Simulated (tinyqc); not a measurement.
Inputs raised by 5 %, one at a time: permeation of metal atoms or ions through a thin barrier or dielectric: time lag, field-aided drift and lifetime. Computed by tinyqc, a small Python program. Command: `OMP_NUM_THREADS=1 python tinyqc.py 3014341 3014342 out.jsonl barrier sens`. One thread of a shared host (Intel(R) Xeon(R) Processor @ 2.30GHz), about 0.03 s of CPU time with the checks.

The film 0 < x < d is empty at first; C = C0 at x = 0 and C = 0 at x = d. dC/dt = D d2C/dx2 - v dC/dx with drift v = D z e V/(k_B T d) (uniform field, no space charge).

Inputs (values chosen for the exercise, for a model case: singly charged ions through a dielectric):
```
quantity                                 value    unit
thickness d                                 21      nm
prefactor D0                             1e-05  cm^2/s
activation energy E                      0.776      eV
concentration at the source side C0      2e+14  1/cm^3
charge number z                              1       -
voltage V (positive drives ions across)  -0.17       V
critical dose Q_c                        1e+07  1/cm^2
test temperature T                         175       C
use temperature T_u                         70       C
```

Constants: k_B = 8.617333262e-05 eV/K.

Method:
- D = D0 exp(-E/(k_B T)); time scale d^2/D; Peclet number P = z V/(k_B T), k_B T in eV; 1 nm = 1e-7 cm.
- Temperatures in kelvin are T(C) + 273.15.
- Steady flux J = (D C0/d) P/(1 - exp(-P)); time lag in units of d^2/D: s_L = [P (1 + exp(-P))/(1 - exp(-P)) - 2]/P^2 (P = 0: J = D C0/d, s_L = 1/6).
- Dose through the film Q(s) = C0 d {f (s - s_L) - 2 exp(P/2) sum_(n=1..200) (-1)^n n^2 pi^2 exp(-l_n s)/l_n^2}, l_n = n^2 pi^2 + P^2/4, f = P/(1 - exp(-P)) the relative flux.
- Solve Q = Q_c for s. At the use temperature D and P take T_u, with the same C0 and V; 1 year = 3.15576e7 s.

Runs:
```
input moved                                       from        to  failure time at T (s)  failure time at T_u (years)  steady flux J (1/(cm^2 s))  time lag (s)
base run                                             -         -                 132.93                     0.004916                  9.7577e+04        30.459
thickness d (nm)                                    21     22.05                 141.17                     0.005183                  9.2931e+04        33.581
prefactor D0 (cm^2/s)                            1e-05  1.05e-05                 126.60                     0.004682                  1.0246e+05        29.009
activation energy E (eV)                         0.776    0.8148                 363.05                     0.018258                  3.5728e+04        83.186
concentration at the source side C0 (1/cm^3)     2e+14   2.1e+14                 128.05                     0.004701                  1.0246e+05        30.459
voltage V (positive drives ions across) (V)      -0.17   -0.1785                 151.79                     0.006128                  8.2013e+04        29.857
critical dose Q_c (1/cm^2)                    10000000  10500000                 138.06                     0.005142                  9.7577e+04        30.459
```

Exponents ln(y'/y) / ln(x'/x):
```
input                                    failure time at T  failure time at T_u  steady flux J  time lag
thickness d                                          1.233                1.083         -1.000     2.000
prefactor D0                                        -1.000               -1.000          1.000    -1.000
activation energy E                                 20.592               26.893        -20.592    20.592
concentration at the source side C0                 -0.767               -0.917          1.000     0.000
voltage V (positive drives ions across)              2.719                4.516         -3.561    -0.409
critical dose Q_c                                    0.776                0.921          0.000     0.000
```

Which inputs matter most for each result?

Among the inputs moved here: failure time at T answers most in size to activation energy E (exponent +20.592), next to voltage V (positive drives ions across) (+2.719). Its exponent -1.000 in prefactor D0: D sets the clock. Failure time at T_u answers most in size to activation energy E (exponent +26.893), next to voltage V (positive drives ions across) (+4.516). Steady flux J answers most in size to activation energy E (exponent -20.592), next to voltage V (positive drives ions across) (-3.561); its exponent is below 0.0005 for critical dose Q_c. Time lag answers most in size to activation energy E (exponent +20.592), next to thickness d (+2.000); its exponent is below 0.0005 for concentration at the source side C0, critical dose Q_c. Its exponent +2.000 in thickness d: the lag scales as d^2/D, with P independent of d.

Caution (all rows): grain boundaries, pinholes, trapping and space charge are left out; thin real barriers usually fail at defects.

Extremes, crossings and ranges named in words are read from the listed rows.
